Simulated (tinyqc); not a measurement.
# Resistance of a source-drain extension with a graded tip: abruptness at a fixed junction position

y runs along the channel, the gate covers y > 0. The doping is N0 for y < y0 and N0 10^(-(y - y0)/la) beyond, uniform over the depth xj. Sheet conductance s(y) = q mu(N) max(N - Nch, 0) xj + (for y > 0) ma Cox Vo, with mu(N) = u0 + (u1 - u0)/(1 + (N/Nr)^au) and Cox = eps0 eox/tox. Current is taken as one-dimensional; depletion of the tip, spreading and the contact are left out. The metallurgical junction lies at yj, where N = Nch.

R_spacer = integral of dy/s from -Ls to 0, R_ov from 0 to yj, R_channel = (Lg - 2 yj)/(ma Cox Vo), R_total = 2 R_spacer + 2 R_ov + R_channel. Electrical length L_eff = ma Cox dR_total/d(1/Vo); R_series = R_total - L_eff/(ma Cox Vo). y0 is moved with la so that yj stays at 13.870 nm.

Values chosen for this exercise; mobility law close to that of electrons in silicon:
- eox = 3.9 (relative permittivity of the gate insulator (close to silicon dioxide))
- tox = 3.3 nm (insulator thickness)
- N0 = 2.3e20 cm^-3 (active doping of the extension far from the gate)
- xj = 19 nm (depth of the extension)
- Nch = 3.8e18 cm^-3 (channel doping)
- Ls = 10 nm (spacer length)
- Vo = 0.73 V (gate overdrive)
- ma = 130 cm^2/(V s) (mobility of the gate-induced layer)
- u1 = 1414 cm^2/(V s) (mobility at low doping)
- u0 = 68.5 cm^2/(V s) (mobility at high doping)
- Nr = 9.2e16 cm^-3 (reference doping)
- au = 0.711 (exponent)
- Lg = 90 nm (gate length)

Constants: q = 1.602176634e-19 C, eps0 = 8.8541878128e-14 F/cm where lengths are in cm. Results are converted to the units shown.

The same in every row: yj (nm) = 13.87; R_channel (ohm um) = 627.0.

Results:

| la (nm/decade) | R_spacer (ohm um) | R_ov (ohm um) | R_total (ohm um) | L_eff (nm) | R_series (ohm um) |
|---|---|---|---|---|---|
| 1 | 1.972 | 6.153 | 643.2 | 62.61 | 12.78 |
| 2.3 | 1.972 | 10.66 | 652.2 | 63.04 | 17.42 |
| 4.9 | 1.972 | 19.69 | 670.3 | 63.91 | 26.71 |
| 6.1 | 1.972 | 23.85 | 678.6 | 64.31 | 31.00 |
| 7.4 | 1.972 | 28.36 | 687.6 | 64.75 | 35.64 |
| 8.7 | 2.050 | 32.80 | 696.7 | 65.18 | 40.30 |
| 10 | 2.438 | 36.94 | 705.7 | 65.61 | 45.03 |

Estimate the missing row, la = 3.6 nm/decade.

Computed row:

| la (nm/decade) | R_spacer (ohm um) | R_ov (ohm um) | R_total (ohm um) | L_eff (nm) | R_series (ohm um) |
|---|---|---|---|---|---|
| 3.6 | 1.972 | 15.18 | 661.3 | 63.47 | 22.07 |

With this row back in the table: As la goes from 1 to 10 nm/decade, R_total rises from 643 to 706 ohm um, R_spacer rises from 1.97 to 2.44 ohm um and R_ov rises from 6.15 to 36.9 ohm um. R_total changes on average by 6.95 ohm um for each nm/decade. L_eff exceeds the metallurgical length by 0.345 nm in the first row and 3.35 nm in the last, since the gate also controls the lightly doped tips.

Numbers from tinyqc (`OMP_NUM_THREADS=1 python tinyqc.py 2282255 2282256 out.jsonl`; about 0.06 s on one thread of a shared Intel Xeon 2.30GHz).
